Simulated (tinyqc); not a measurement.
# Superjunction drift layer against a plain one, charge balance: effects of single changes

Alternating n and p pillars of equal width wp, doping N and length Lp. When depleted, the lateral field peaks at Ex = q N wp/(2 eps0 eps_r) at the pillar junctions and a uniform vertical field Ey is added; breakdown is taken where Ex^2 + Ey^2 = Ef^2. Only the n pillars conduct, narrowed by the zero-bias depletion. A first-order model: the field peaks at the pillar ends are left out.

Parameters, values chosen for the exercise; values close to those of silicon:

| symbol | value | unit | meaning |
|---|---|---|---|
| eps_r | 11.3 |  | relative permittivity of the semiconductor |
| E16 | 0.397 | MV/cm | critical field at a doping of 1e16 cm^-3 |
| mx | 1330 | cm^2/(V s) | mobility at low doping |
| mi | 89.7 | cm^2/(V s) | mobility at high doping |
| Nr | 1.3e17 | cm^-3 | reference doping of the mobility |
| BV | 670 | V | wanted breakdown voltage |
| wp | 4 | um | width of each pillar |
| Ef | 0.3 | MV/cm | critical field inside the pillars |
| a | 0.58 |  | lateral peak field as a share of Ef |
| Vb | 0.8 | V | built-in voltage of the pillar junctions |
| dl | 8 | % | charge imbalance (Nn - Np)/N |

Constants: q = 1.602176634e-19 C, eps0 = 8.8541878128e-14 F/cm where lengths are in cm. Results are converted to the units shown.

Each table varies one quantity; the others keep the values above.

## Effect of the lateral peak field as a share of Ef

Ec(N) = E16 (N/1e16 cm^-3)^(1/8), mu(N) = mi + (mx - mi)/(1 + (N/Nr)^0.9). Plain drift layer for BV: N solves BV = eps0 eps_r Ec(N)^2/(2 q N), W = 2 BV/Ec, Rsp = W/(q mu N). Ex = a Ef gives N = 2 eps0 eps_r a Ef/(q wp); Ey = Ef sqrt(1 - a^2); Lp = BV/Ey; xd = sqrt(eps0 eps_r Vb/(q N)) on each side; Rsp = 2 Lp/(q mu(N) N (1 - 2 xd/wp)). An imbalance dl leaves the mean net doping |dl| N/2, which tilts the vertical field by s = q |dl| N/(2 eps0 eps_r): BV(dl) = Ey Lp - s Lp^2/2, or Ey^2/(2 s) if the field reaches zero inside the pillar.

The same in every row: Rsp, plain (mohm cm^2) = 79.89.

Results:

| a | N (cm^-3) | Lp (um) | Rsp, pillars (mohm cm^2) | BV(dl) (V) |
|---|---|---|---|---|
| 0.3 | 2.810e15 | 23.41 | 10.20 | 620.7 |
| 0.39 | 3.653e15 | 24.25 | 7.930 | 601.2 |
| 0.48 | 4.496e15 | 25.46 | 6.664 | 576.7 |
| 0.66 | 6.182e15 | 29.73 | 5.576 | 495.0 |
| 0.75 | 7.025e15 | 33.76 | 5.554 | 413.5 |
| 0.84 | 7.868e15 | 41.16 | 6.035 | 262.9 |
| 0.93 | 8.711e15 | 60.76 | 8.042 | 109.0 |

Estimate the missing row, a = 0.57.

Computed row:

| a | N (cm^-3) | Lp (um) | Rsp, pillars (mohm cm^2) | BV(dl) (V) |
|---|---|---|---|---|
| 0.57 | 5.339e15 | 27.18 | 5.937 | 543.7 |

With this row back in the table: As a goes from 0.3 to 0.93, Rsp of the pillars goes from 10.2 through a minimum of 5.55 (at a = 0.75 among the rows listed) to 8.04 mohm cm^2 and BV with the imbalance falls from 621 to 109 V. With constant mobility and no depleted edge the minimum of Rsp lies at a = 0.707; a smaller a gives up a little resistance for tolerance.

## Effect of the wanted breakdown voltage

Same model as above.

The same in every row: N (cm^-3) = 5.433e15.

Results:

| BV (V) | Lp (um) | Rsp, pillars (mohm cm^2) | Rsp, plain (mohm cm^2) | BV(dl) (V) |
|---|---|---|---|---|
| 75 | 3.069 | 0.6583 | 0.3522 | 73.36 |
| 170 | 6.956 | 1.492 | 2.634 | 161.6 |
| 260 | 10.64 | 2.282 | 7.558 | 240.3 |
| 390 | 15.96 | 3.423 | 20.73 | 345.7 |
| 590 | 24.14 | 5.178 | 58.18 | 488.6 |
| 890 | 36.42 | 7.811 | 162.3 | 659.2 |
| 1400 | 57.29 | 12.29 | 503.1 | 829.0 |

Estimate the missing row, BV = 110 V.

Computed row:

| BV (V) | Lp (um) | Rsp, pillars (mohm cm^2) | Rsp, plain (mohm cm^2) | BV(dl) (V) |
|---|---|---|---|---|
| 110 | 4.501 | 0.9654 | 0.8997 | 106.5 |

With this row back in the table: As BV goes from 75 to 1400 V, Rsp of the pillars rises from 0.658 to 12.3 mohm cm^2 and BV with the imbalance rises from 73.4 to 829 V. Rsp goes as BV^(1.00) for the pillars and BV^(2.48) for the plain layer; the pillars win in 6 of the 8 rows. For BV = 75 to 260 V the aspect ratio Lp/wp is under 3, where a pillar model without end effects fails.

## Effect of the charge imbalance (Nn - Np)/N

Same model as above.

The same in every row: N (cm^-3) = 5.433e15; Lp (um) = 27.42; Rsp, pillars (mohm cm^2) = 5.880; Rsp, plain (mohm cm^2) = 79.89.

Effect of the charge imbalance (Nn - Np)/N:

| dl (%) | BV(dl) (V) |
|---|---|
| 0 | 670.0 |
| 1 | 653.7 |
| 2 | 637.3 |
| 4 | 604.6 |
| 6 | 571.9 |
| 9 | 522.9 |
| 13 | 457.5 |
| 20 | 343.0 |

As dl goes from 0 to 20 %, Rsp of the pillars stays at 5.88 mohm cm^2 and BV with the imbalance falls from 670 to 343 V. The loss is linear in |dl| while the field reaches through the pillar; it passes 10 % at |dl| = 4.10 %.

Computed by the program tinyqc: `OMP_NUM_THREADS=1 python tinyqc.py 2590109 2590110 out.jsonl`, one thread of a shared Intel Xeon 2.30GHz, about 0.01 s for the whole run.
